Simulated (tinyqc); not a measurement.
# Worked calculation: off-state leakage of single and stacked transistors

Computed by the program tinyqc: `OMP_NUM_THREADS=1 python tinyqc.py 2242154 2242155 out.jsonl`, one thread of a shared Intel Xeon 2.30GHz, about 0.04 s for the whole run. Printed values are rounded.

n-channel devices of unit width. Subthreshold current I(Vg, Vs, Vd) = I0 (T/300 K)^0.5 exp[(Vg - Vs - VT(T) - gb (Vs - Vb) + dd (Vd - Vs))/(nf Vt)] (1 - exp(-(Vd - Vs)/Vt)), VT(T) = VT - cT (T - 300 K). Gate-edge tunnelling Ig (Vd/1 V) exp(ag (Vd - 1 V)), for a gate at 0 V, and band-to-band leakage Ab u exp(-Bb/u), u = Vd - Vb + 1 V, flow at a drain held at V; both are taken as independent of T. In a stack of off transistors (all gates at 0 V) the same subthreshold current passes through each.

Values chosen for this exercise; values of the order met in bulk silicon logic transistors: temperature T = 398 K; supply voltage V = 1 V; threshold at 300 K, zero drain and body bias VT = 0.28 V; fall of the threshold with temperature cT = 0.5 mV/K; current at threshold at 300 K I0 = 0.23 uA/um; slope factor nf = 1.54; drain-induced lowering per volt dd = 0.06; rise of the threshold per volt of source-body bias gb = 0.08; gate-edge tunnelling current at 1 V Ig = 0.0003 uA/um; exponential slope of the gate current ag = 3.8 1/V; prefactor of band-to-band leakage at the drain Ab = 40 uA/(um V); its exponential voltage Bb = 25 V; body voltage Vb = 0 V.

Constants: q = 1.602176634e-19 C, kB = 1.380649e-23 J/K, Vt = kB T/q. Results are converted to the units shown.

## Leakage of one transistor

Vg = Vs = 0, Vd = V; effective threshold VT(T) - gb Vb - dd V.

effective threshold = 0.171 V
parts (nA/um): subthreshold 10.40038, gate edge 0.3, band-to-band 0.2981323
total = 10.99851 nA/um
shares (%): subthreshold 94.56170, gate edge 2.727642, band-to-band 2.710660

The subthreshold part is the largest.

## Starting value

Vx = dd V/(1 + gb + 2 dd), the solution for Vx well above Vt, rounded to three decimals.

Vx at the start = 0.05 V

## Iteration 1: new Vx

Stack of two, Vx the node between them: I_low = I(0, 0, Vx), I_up = I(0, Vx, V), f = ln(I_up/I_low), f' = -(1 + gb + 2 dd)/(nf Vt) - 1/(Vt (exp(Vx/Vt) - 1)) - 1/(Vt (exp((V - Vx)/Vt) - 1)), Vx(new) = Vx - f/f'.

I_low = 2.712113 nA/um
I_up = 3.534781 nA/um
f = 0.2649233
f' = -31.56405 1/V
Vx after iteration 1 = 0.05839320 V

## Iteration 2: new Vx

As before.

I_low = 2.918389 nA/um
I_up = 2.949083 nA/um
f = 0.01046244
f' = -29.21639 1/V
Vx after iteration 2 = 0.05875130 V

## Iteration 3: new Vx

As before.

I_low = 2.926334 nA/um
I_up = 2.926377 nA/um
f = 1.477718e-5
f' = -29.13407 1/V
Vx after iteration 3 = 0.05875181 V

## Course of the iteration

Stop when the step is below 1e-11 V, or after 40 iterations.

Course of the iteration:
```
iteration  Vx before the step (V)  step (V)
1                            0.05   8.39e-3
2                      0.05839320   3.58e-4
3                      0.05875130   5.07e-7
4                      0.05875181  1.01e-12
```

Converged in 4 iterations. The subthreshold current of the stack is 2.926 nA/um, 3.55 times less than that of one transistor (the drain leakage is unchanged); the estimate exp[dd V (1 + gb + dd)/((1 + gb + 2 dd) nf Vt)] gives 2.94.
